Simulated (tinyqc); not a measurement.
## Gain factor and gap resistance from two string resistances

Problem. At small bit-line voltage each of the 96 cells has the resistance 1/(K x) at overdrive x (no mobility reduction) in series with a gap resistance Rg. Find K, Rg and the share of the gaps at the higher overdrive.

resistance of a string of 96 equal cells at overdrives of 3.7 and 7.4 V (kohm): 3639.4970  1997.3485

Answer. The resistance per cell is a straight line in 1/x with slope 1/K and intercept Rg.

K = 7.900 uA/V^2
Rg = 3.700 kohm
share of the gaps = 17.78 %

Numbers from tinyqc (`OMP_NUM_THREADS=1 python tinyqc.py 2142118 2142119 out.jsonl`; about 0.4 s on one thread of a shared Intel Xeon 2.30GHz).
